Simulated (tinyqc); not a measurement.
Read current of a NAND string, cells in series solved by shooting: effect of the position of the selected cell.

Cells in series, numbered from 0 at the source line (0 V) to the bit line, each followed by a gap resistance Rg. A cell with gate Vg, threshold VT, source Vs and drain Vd passes I = 2 nf K Vt^2 [F(Vs) - F(Vd)]/(1 + th max(Vg - VT, 0)), F(V) = ln^2(1 + exp((Vg - VT - nf V)/(2 nf Vt))). The selected cell has Vg = Vr, the others Vg = Vp.

For a trial current I start at 0 V and, cell by cell, solve for the drain: sqrt(F(Vd)) = sqrt(F(Vs) - I/k), k = 2 nf K Vt^2/(1 + th max(Vg - VT, 0)), Vd = [Vg - VT - 2 nf Vt ln(exp(sqrt F) - 1)]/nf, then add I Rg. The string current is the I for which the last node reaches Vbl. The apparent threshold is the Vr at which I = Is. Background: all other cells erased (VT = Ve) or all in the highest state (VT = Vh); ratio and shift are high over erased and high minus erased. The string has 64 cells, numbered from the source.

Values chosen for this exercise; values of the order met in vertical NAND strings:

| symbol | value | unit | meaning |
|---|---|---|---|
| T | 358 | K | temperature |
| K | 4.6 | uA/V^2 | gain factor of a cell |
| nf | 1.5 |  | slope factor |
| th | 0.09 | 1/V | mobility reduction factor |
| Rg | 5.4 | kohm | resistance of the gap between cells |
| Vbl | 0.5 | V | bit-line voltage |
| Vp | 7.7 | V | pass voltage |
| Ve | -2 | V | threshold of an erased cell |
| Vh | 4.5 | V | threshold of the highest state |
| Vx | 2.7 | V | threshold of the selected cell |
| Is | 10 | nA | sensing current |
| Vr | 4.06 | V | read voltage on the selected word line |

Constants: q = 1.602176634e-19 C, kB = 1.380649e-23 J/K, Vt = kB T/q. Results are converted to the units shown.

Effect of the position of the selected cell:
columns A: j; B: I, others erased (uA); C: I, others high (uA); D: ratio; E: apparent VT, erased (V); F: apparent VT, high (V); G: background shift (mV)
```
A        B        C       D      E      F         G
0   0.1522  0.07359  0.4835  2.731  2.731  1.324e-4
9   0.1516  0.07349  0.4848  2.737  2.744     6.206
18  0.1509  0.07338  0.4863  2.744  2.756     12.45
27  0.1501  0.07324  0.4880  2.750  2.769     18.75
36  0.1491  0.07306  0.4901  2.757  2.782     25.08
45  0.1479  0.07284  0.4926  2.763  2.795     31.47
54  0.1464  0.07254  0.4956  2.770  2.807     37.89
63  0.1446  0.07214  0.4991  2.776  2.820     44.37
```

From the source end to the bit-line end the apparent VT with high neighbours rises from 2.731 to 2.820 V and the background shift rises from 1.32e-4 to 44.4 mV. Cells and gaps on the source side raise the source of the selected cell, which costs nf times that voltage in gate drive; those on the drain side only lower its drain voltage.

tinyqc, about 0.7 s, one thread, Intel Xeon 2.30GHz (shared host): `OMP_NUM_THREADS=1 python tinyqc.py 2142064 2142065 out.jsonl`
